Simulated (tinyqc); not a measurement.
Inside a calculation: buckled dimers of a reconstructed (001) surface, two dangling bonds a dimer. Values are carried at full precision from step to step, so a last printed digit may differ when a step is redone from the rounded ones.

In a dimer one atom moves up by z and the other down by z; the dangling bond of the up atom (more s-like) falls by gm z and that of the down atom rises by gm z. With all dimers tilted alike: H(k) = [[-gm z - 2 ta cos k, -tp - 2 tx cos k], [., gm z - 2 ta cos k]], k along the row in 1/a. Two electrons a dimer fill the lowest N of the 2N levels on the mesh k_j = (j + 1/2) pi/N. Total energy a dimer: W(z) = (2/N) sum of the filled levels + kf z^2. Repulsion between electrons is left out.

Constants: kB = 8.617333262e-05 eV/K.

Values chosen for the exercise (of the size met on diamond (001); not measured data): tp = 1.07 eV (pi coupling inside a dimer); ta = 0.06 eV (coupling between like atoms along the row); tx = 0 eV (diagonal coupling along the row); gm = 1.63 eV/angstrom (shift of a dangling bond with height); z = 0.3 angstrom (a trial buckling); k = 0.22 pi/a (wave vector along the row); kf = 4.2 eV/angstrom^2 (force constant of buckling); N = 16 (k points).

## One k point at the trial buckling

Form H, its levels and the weight of the lower one on the up atom, (1 + gm z/sqrt((gm z)^2 + h^2))/2 with h the off-diagonal element; k is given in pi/a.

H (eV):
```
           up     down
up    -0.5815  -1.0700
down  -1.0700   0.3965
```

levels (eV): -1.2689  1.0840

weight on the up atom = 0.7078

## The bands on the mesh

Both levels at each k_j for the trial z, and W(z).

Levels (eV):

| j | k (pi/a) | lower | upper |
|---|---|---|---|
| 0 | 0.0312 | -1.2959 | 1.0570 |
| 1 | 0.0938 | -1.2913 | 1.0616 |
| 2 | 0.1562 | -1.2823 | 1.0706 |
| 3 | 0.2188 | -1.2692 | 1.0837 |
| 4 | 0.2812 | -1.2526 | 1.1003 |
| 5 | 0.3438 | -1.2330 | 1.1199 |
| 6 | 0.4062 | -1.2113 | 1.1416 |
| 7 | 0.4688 | -1.1882 | 1.1647 |
| 8 | 0.5312 | -1.1647 | 1.1882 |
| 9 | 0.5938 | -1.1416 | 1.2113 |
| 10 | 0.6562 | -1.1199 | 1.2330 |
| 11 | 0.7188 | -1.1003 | 1.2526 |
| 12 | 0.7812 | -1.0837 | 1.2692 |
| 13 | 0.8438 | -1.0706 | 1.2823 |
| 14 | 0.9062 | -1.0616 | 1.2913 |
| 15 | 0.9688 | -1.0570 | 1.2959 |

band energy = -2.3529 eV
elastic energy = 0.3780 eV
W = -1.9749 eV

The lower band is full and the upper empty.

## An isolated dimer

For ta = tx = 0, W = -2 sqrt(tp^2 + (gm z)^2) + kf z^2. It buckles if gm^2/kf > tp; then sqrt(tp^2 + (gm z)^2) = gm^2/kf, the gap is twice that, and the gain is (gm^2/kf - tp)^2 kf/gm^2.

gm^2/kf = 0.6326 eV
buckling z = 0.0000 angstrom
gap = 2.1400 eV
gain = 0.0000 eV

The pi bond is strong enough to keep the dimer flat.

## The row at its minimum

Minimise W over z from 0 to 1 angstrom. Gap: lowest upper level less highest lower level on 201 points from 0 to pi (negative: overlap). Charge moved to the up atom: the mean of gm z/sqrt((gm z)^2 + h^2) over the mesh, valid for a full lower band.

z = 0.0000 angstrom
gain over flat dimers = 0.0000 eV

gap (eV): flat 1.9000, at the minimum 1.9000

charge moved = 0.000 e

The flat row is the minimum.

## Checks

- Buckling of an isolated dimer from the formula against numerical minimisation: both 0.0000.

Run: tinyqc, `OMP_NUM_THREADS=1 python tinyqc.py 1481064 1481065 out.jsonl`; Intel(R) Xeon(R) Processor @ 2.30GHz, one thread, shared host; about 0.02 s of CPU time with all checks.
